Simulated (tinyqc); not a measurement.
Inside a calculation. Model: p-n diode with diffusion and depletion-layer recombination.

tinyqc, about 0.01 s, one thread, Intel Xeon 2.30GHz (shared host): `OMP_NUM_THREADS=1 python tinyqc.py 2260006 2260007 out.jsonl` Printed values are rounded.

Abrupt junction in the depletion approximation, low injection, full ionisation, neutral widths fixed, ohmic contact on the p side. Vj is the junction voltage; where a series resistance Rs is given, V = Vj + J Rs is the terminal voltage.

Parameters, values chosen for the exercise; band and dielectric values close to those of indium phosphide:

| symbol | value | unit | meaning |
|---|---|---|---|
| T | 273 | K | temperature |
| Eg | 1.33 | eV | band gap |
| eps_r | 12.6 |  | relative permittivity |
| Nc | 4.96e17 | cm^-3 | conduction-band density of states at T |
| Nv | 9.38e18 | cm^-3 | valence-band density of states at T |
| Na | 1.7e17 | cm^-3 | acceptor density |
| Nd | 2.9e16 | cm^-3 | donor density |
| mun | 2200 | cm^2/(V s) | electron mobility in the p side |
| mup | 170 | cm^2/(V s) | hole mobility in the n side |
| tn | 3e-7 | s | electron lifetime |
| tp | 4e-9 | s | hole lifetime |
| wp | 55 | um | neutral width of the p side |
| wn | 1.4 | um | neutral width of the n side |
| Sp | 1e7 | cm/s | recombination velocity at the n contact |
| Rs | 0.0021 | ohm cm^2 | series resistance |
| Et | 0.01 | eV | trap level above the intrinsic level |
| Vj | 0.6 | V | junction voltage at which recombination is evaluated |
| V | 1.05 | V | terminal voltage |

Constants: q = 1.602176634e-19 C, kB = 1.380649e-23 J/K, Vt = kB T/q, eps0 = 8.8541878128e-14 F/cm where lengths are in cm. Results are converted to the units shown.

## Diffusion lengths and saturation currents

ni = sqrt(Nc Nv) exp(-Eg/(2 Vt)), Eg in volts; D = mu Vt; Ln = sqrt(Dn tn), Lp = sqrt(Dp tp); J0n = q ni^2 Dn coth(wp/Ln)/(Ln Na); J0p = (q ni^2 Dp/(Lp Nd)) (s + tanh(wn/Lp))/(1 + s tanh(wn/Lp)), s = Sp Lp/Dp.

ni = 1.141457e6 cm^-3
Ln = 39.40395 um
Lp = 1.264801 um
J0n = 1.823604e-20 A/cm^2
J0p = 2.830696e-19 A/cm^2

wp/Ln = 1.4 and wn/Lp = 1.1; holes carry 93.9 % of the diffusion current.

## Recombination in the depleted layer

ni = sqrt(Nc Nv) exp(-Eg/(2 Vt)), Eg in volts. Vbi = Vt ln(Na Nd/ni^2), W = sqrt(2 eps0 eps_r (Vbi - Vj)(1/Na + 1/Nd)/q), xp = W Nd/(Na + Nd), xn = W Na/(Na + Nd); u(x) = q Na (x + xp)^2/(2 eps0 eps_r) for x < 0 and Vbi - Vj - q Nd (xn - x)^2/(2 eps0 eps_r) for x > 0; p = Na exp(-u/Vt), n = Nd exp((u - Vbi + Vj)/Vt); U = ni^2 (exp(Vj/Vt) - 1)/(tp (n + ni exp(Et/Vt)) + tn (p + ni exp(-Et/Vt))); J_scr = q times the integral of U from -xp to xn. Trapezoid rule on 12 equal steps.

W = 178.8231 nm

```
point    x (nm)      u (V)    n (cm^-3)    p (cm^-3)  U (cm^-3 s^-1)
0      -26.0596  0.0000000   9.139147e5       1.7e17     3.046382e12
1      -11.1577  0.0271078   2.892917e6  5.370548e16     9.643056e12
2        3.7442  0.1064281   8.426469e7  1.843779e15     2.808823e14
3       18.6461  0.1942894   3.528813e9  4.402770e13     1.176270e16
4       33.5481  0.2729021  9.974164e10  1.557679e12     3.321883e17
5       48.4500  0.3422663  1.902783e12  8.165170e10     4.839010e18
6       63.3519  0.4023819  2.450006e13   6.341433e9     1.555165e18
7       78.2538  0.4532489  2.129168e14   7.297005e8     1.823782e17
8       93.1558  0.4948674  1.248871e15   1.244047e8     3.110095e16
9      108.0577  0.5272374  4.944135e15   3.142420e7     7.856047e15
10     122.9596  0.5503588  1.321076e16   1.176052e7     2.940131e15
11     137.8615  0.5642316  2.382487e16   6.521149e6     1.630287e15
12     152.7635  0.5688559       2.9e16   5.357431e6     1.339358e15
```

J_scr = 1.662928e-6 A/cm^2

With 2000 steps J_scr = 1.621e-6 A/cm^2; the coarse value is 2.6 % above it. U is largest at x = 48.4 nm among these points; the peak lies where tp n = tn p. On the fine grid U peaks at 5.689e18 cm^-3 s^-1, and J_scr/(q U_max) is 9.94 % of W, the effective width of the recombining zone.

## Starting value

Vj = V.

Vj at the start = 1.05 V

## Iteration 1: new Vj

J0 = J0n + J0p = 3.013057e-19 A/cm^2

Diffusion current alone: J = J0 (exp(Vj/Vt) - 1), g = Vj + J Rs - V, g' = 1 + Rs J0 exp(Vj/Vt)/Vt, Vj(new) = Vj - g/g'.

J = 7.290706 A/cm^2
g = 0.01531048 V
g' = 1.650809
Vj after iteration 1 = 1.040725 V

## Iteration 2: new Vj

As before.

J = 4.915355 A/cm^2
g = 0.001047712 V
g' = 1.438772
Vj after iteration 2 = 1.039997 V

## Iteration 3: new Vj

As before.

J = 4.765537 A/cm^2
g = 4.894446e-6 V
g' = 1.425398
Vj after iteration 3 = 1.039994 V

## Course of the iteration

Stop when the step is below 1e-10 V, or after 80 iterations.

Course of the iteration:
```
iteration  Vj before the step (V)   step (V)
1                            1.05   -9.27e-3
2                        1.040725   -7.28e-4
3                        1.039997   -3.43e-6
4                        1.039994  -7.48e-11
```

Converged in 4 iterations.
